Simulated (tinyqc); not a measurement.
# Surface potential of a MOS transistor: implicit equation and explicit approximations, step by step

Program tinyqc, `OMP_NUM_THREADS=1 python tinyqc.py 2122027 2122028 out.jsonl`; Intel Xeon 2.30GHz, shared host, one thread, about 0.01 s. Printed values are rounded.

p-type body, charge-sheet picture, depletion and inversion only, full ionisation (an idealisation for deep acceptors), Boltzmann statistics (rough once Na exp(x - xn) passes about Nc/7). In units of Vt: xg = (Vg - Vfb)/Vt, x = psi/Vt, G = gamma/sqrt(Vt), xn = (2 phiF + Vc)/Vt. The implicit equation is (xg - x)^2 = G^2 [x - 1 + exp(x - xn)] for x above about 3. Cox = eps0 eox/tox.

Parameters, values chosen for the exercise; band and dielectric values close to those of silicon: temperature T = 400 K; band gap Eg = 1.11 eV; relative permittivity eps_r = 11.7; conduction-band density of states at T Nc = 4.3e19 cm^-3; valence-band density of states at T Nv = 4.05e19 cm^-3; relative permittivity of the gate insulator (close to silicon dioxide) eox = 3.9; insulator thickness tox = 9.8 nm; acceptor density Na = 2.7e16 cm^-3; flat-band voltage Vfb = -0.93 V; channel-body voltage Vc = 0.2 V; gate-body voltage Vg = 0.73 V.

Constants: q = 1.602176634e-19 C, kB = 1.380649e-23 J/K, Vt = kB T/q, eps0 = 8.8541878128e-14 F/cm where lengths are in cm. Results are converted to the units shown.

## Scales

ni = sqrt(Nc Nv) exp(-Eg/(2 Vt)), Eg in volts; phiF = Vt ln(Na/ni); gamma = sqrt(2 q eps0 eps_r Na)/Cox; VT = Vfb + Vt (xn + G sqrt(xn - 1)).

phiF = 0.301886 V
gamma = 0.268678 V^0.5
G = 1.44716
xn = 23.3185
VT = 0.109429 V
xg = 48.1588

## Explicit approximation

Depletion value a = 1 + [sqrt(G^2/4 + xg - 1) - G/2]^2; inversion value b = xn + ln[(xg - xn)^2/G^2 - xn + 1] and first guess y = min(a, b) - ln(1 + exp(-|a - b|)) if a > xn + 1, else b = y = a; one second-order correction with D = exp(y - xn), p = 2 (xg - y) + G^2 (1 + D), w = (xg - y)^2 - G^2 (y - 1 + D): z = y + 2 w/(p + sqrt(p^2 - 2 (2 - G^2 D) w)), or the Newton step z = y + w/p where the root is not real.

a = 39.2129
b = 28.9254
y = 28.9254
p = 610.841
w = -258.841
z = 28.3449

The root of the implicit equation is x = 28.3889; y misses it by 0.54 and z by -0.044, in units of Vt.

## Starting value

x = y rounded to two decimals.

x at the start = 28.93

## Iteration 1: new x

D = exp(x - xn), f = (xg - x)^2 - G^2 (x - 1 + D), f' = -2 (xg - x) - G^2 (1 + D), x(new) = x - f/f'.

D = 273.566
f = -261.667
f' = -613.471
x after iteration 1 = 28.5035

## Iteration 2: new x

As before.

D = 178.575
f = -45.2517
f' = -415.387
x after iteration 2 = 28.3945

## Iteration 3: new x

As before.

D = 160.143
f = -2.12884
f' = -377.005
x after iteration 3 = 28.3889

## Course of the iteration

Stop when the step is below 1e-11, or after 60 iterations.

Course of the iteration:
```
iteration	x before the step	step
1	28.93	-0.427
2	28.5035	-0.109
3	28.3945	-5.65e-3
4	28.3889	-1.41e-5
5	28.3889	-8.84e-11
6	28.3889	0
```

Converged in 6 iterations.

## Potential, charges and gate control

converged x = 28.3889

psi = Vt x; N_dep = Cox Vt G sqrt(x - 1)/q; N_inv = (Cox Vt G/q) [sqrt(x - 1 + exp(x - xn)) - sqrt(x - 1)]; dpsi/dVg = 1/[1 + G^2 (1 + exp(x - xn))/(2 (xg - x))].

psi = 0.978545 V
N_dep = 5.74133e11 cm^-2
N_inv = 9.2456e11 cm^-2
dpsi/dVg = 0.105405

psi lies 5.1 Vt above 2 phiF + Vc.
